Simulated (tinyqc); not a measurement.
Ballistic transport through the one-dimensional subbands of a rectangular nanowire or nanosheet channel: one step, computed by the program tinyqc.

Hard walls, parabolic subbands, transport along x. Energies are counted from the bulk conduction band edge at the top of the barrier, which the gate pulls down by U; the source Fermi level lies at the bulk edge when U = 0.

Task: Subbands. E_pq = (hbar^2 pi^2/2)(p^2/(m_y b^2) + q^2/(m_z a^2)); valley pairs: (m_x, m_y, m_z) = (m_t, m_t, m_l), (m_t, m_l, m_t), (m_l, m_t, m_t), each with degeneracy g = 2; the 10 lowest subbands are kept.

Inputs (values chosen for the exercise, modelled on silicon):

| quantity | value | unit |
|---|---|---|
| light mass m_t | 0.2 | m_0 |
| heavy mass m_l | 0.91 | m_0 |
| height a | 4.5 | nm |
| width b | 5.2 | nm |

Valleys: silicon [100] wire.

Constants: hbar^2/(2 m_0) = 3.80998212 eV angstrom^2; k_B = 8.617333262e-05 eV/K.

Give: Subbands.

Result:

Subbands:

| valley axis | p | q | E (meV) | m_x (m_0) |
|---|---|---|---|---|
| z | 1 | 1 | 89.9 | 0.20 |
| y | 1 | 1 | 108.1 | 0.20 |
| z | 1 | 2 | 151.2 | 0.20 |
| y | 2 | 1 | 154.0 | 0.20 |
| x | 1 | 1 | 162.4 | 0.91 |
| y | 3 | 1 | 230.4 | 0.20 |
| z | 1 | 3 | 253.2 | 0.20 |
| z | 2 | 1 | 298.5 | 0.20 |
| y | 4 | 1 | 337.4 | 0.20 |
| z | 2 | 2 | 359.8 | 0.20 |
